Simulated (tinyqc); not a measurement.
Surface against bulk across the gap: Shockley state of an s-p chain by decimation.

Each site has s at -d/2 and p at +d/2: H0 = diag(-d/2, d/2). The block to the next site on the right is H1 = [[-ts, u], [-u, tp]] (rows s, p of site n; columns s, p of site n + 1). Bulk: H(k) = [[-d/2 - 2 ts cos k, 2i u sin k], [-2i u sin k, d/2 + 2 tp cos k]]. The bands are inverted at k = pi if d < 2 (ts + tp).

Decimation (Sancho-Rubio) at z = E + i eta: start with es = e = H0, A = H1, B = H1^T. Each round forms g = (z - e)^-1 and sets es += A g B, e += A g B + B g A, A = A g A, B = B g B, doubling the length covered. Stop when all |A| < 1e-10. Surface G = (z - es)^-1, bulk G = (z - e)^-1; densities -Im tr G/pi.

Parameters, chosen for this exercise: d = 1.15 eV (Ep - Es); ts = 1.44 eV (s-s hopping); tp = 1.2 eV (p-p hopping); u = 1.2 eV (s-p hopping); eta = 0.01 eV (broadening); E1 = -2.02 eV (first energy); dE = 0.452 eV (step).

Eleven energies E1 + j dE.

Densities (1/eV):
```
E (eV),surface,bulk
-2.020,0.3364,0.6710
-1.568,0.0045,0.0127
-1.116,0.0034,0.0028
-0.664,0.0066,0.0015
-0.212,0.0438,0.0011
0.240,0.0862,0.0011
0.692,0.0080,0.0013
1.144,0.0035,0.0020
1.596,0.0033,0.0044
2.048,0.0100,0.0247
2.500,0.9138,0.8145
```

edges of the bulk gap (201 k points) (eV): -1.8250  2.2978

What can be read from this table?

Inside the gap the bulk density is only the tail of the broadening, at least 0.0011. The surface density peaks at 0.240 eV among these rows (0.086); a chain of 60 sites puts the surface level at 0.0523 eV.

Run: tinyqc, `OMP_NUM_THREADS=1 python tinyqc.py 1481271 1481272 out.jsonl`; Intel(R) Xeon(R) Processor @ 2.30GHz, one thread, shared host; about 0.3 s of CPU time with all checks.
